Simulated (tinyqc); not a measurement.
Elastic trap-assisted tunnelling through a dielectric: one step of the calculation.

Emitter at x = 0 (Fermi level 0), collector at x = t (Fermi level -V), band edge U(x) = phi - F x, F = V/t. A trap at x has the energy E = U(x) - Et. With G(u) = (4/(3 F)) sqrt(mo/C) max(u, 0)^1.5, C = hbar^2/(2 m0): S1 = G(phi - E) - G(Et), S2 = G(Et) - G(phi - V - E), T1,2 = exp(-S1,2). The steady rate through one trap is nu T1 T2 (f1 - f2)/(T1 + T2), f1 = f(E), f2 = f(E + V), f(y) = 1/(1 + exp(y/Vt)); both contacts offer states at E.

Task. Rate through a trap near the best position. n equally spaced x from xa to xb, where nearly all of the current flows; J = q Nt times the integral of the rate, by Simpson's rule.

Inputs (values chosen for the exercise); dielectric values close to those of silicon dioxide: temperature T = 300 K; barrier above the emitter Fermi level phi = 3.05 eV; tunnelling mass mo = 0.48 m0; thickness t = 7.2 nm; trap depth below the band edge of the dielectric Et = 2.89 eV; trap density Nt = 1.1e17 cm^-3; attempt frequency nu = 1e13 1/s; points of the grid n = 11; voltage V = 1.64 V; left end of the grid xa = 2.83 nm; right end of the grid xb = 3.82 nm.

Constants: q = 1.602176634e-19 C, kB = 1.380649e-23 J/K, hbar = 1.054571817e-34 J s, m0 = 9.1093837015e-31 kg, Vt = kB T/q, hbar^2/(2 m0) = 0.0380998212 eV nm^2. Results are converted to the units shown.

Find: x; E; S1; S2; f1 - f2; rate; J.

Result.

```
point  x (nm)    E (eV)      S1      S2  f1 - f2  rate (1/s)
0      2.8300  -0.48461  35.992  47.895   1.0000   1.5832e-8
1      2.9290  -0.50716  37.315  46.925   1.0000   4.1771e-8
2      3.0280  -0.52971  38.643  45.949   1.0000   1.1078e-7
3      3.1270  -0.55226  39.974  44.967   1.0000   2.9386e-7
4      3.2260  -0.57481  41.310  43.980   1.0000   7.4260e-7
5      3.3250  -0.59736  42.650  42.987   1.0000   1.2502e-6
6      3.4240  -0.61991  43.995  41.988   1.0000   6.8953e-7
7      3.5230  -0.64246  45.343  40.984   1.0000   2.0055e-7
8      3.6220  -0.66501  46.696  39.975   1.0000   5.2460e-8
9      3.7210  -0.68756  48.052  38.960   1.0000   1.3525e-8
10     3.8200  -0.71011  49.413  37.939   1.0000   3.4690e-9
```

J = 6.0541e-16 A/cm^2

Range of the model: Phonon-assisted (inelastic) capture, chains of traps and a spread of trap depths are left out.

Program tinyqc, `OMP_NUM_THREADS=1 python tinyqc.py 2370031 2370032 out.jsonl`; Intel Xeon 2.30GHz, shared host, one thread, about 0.04 s.
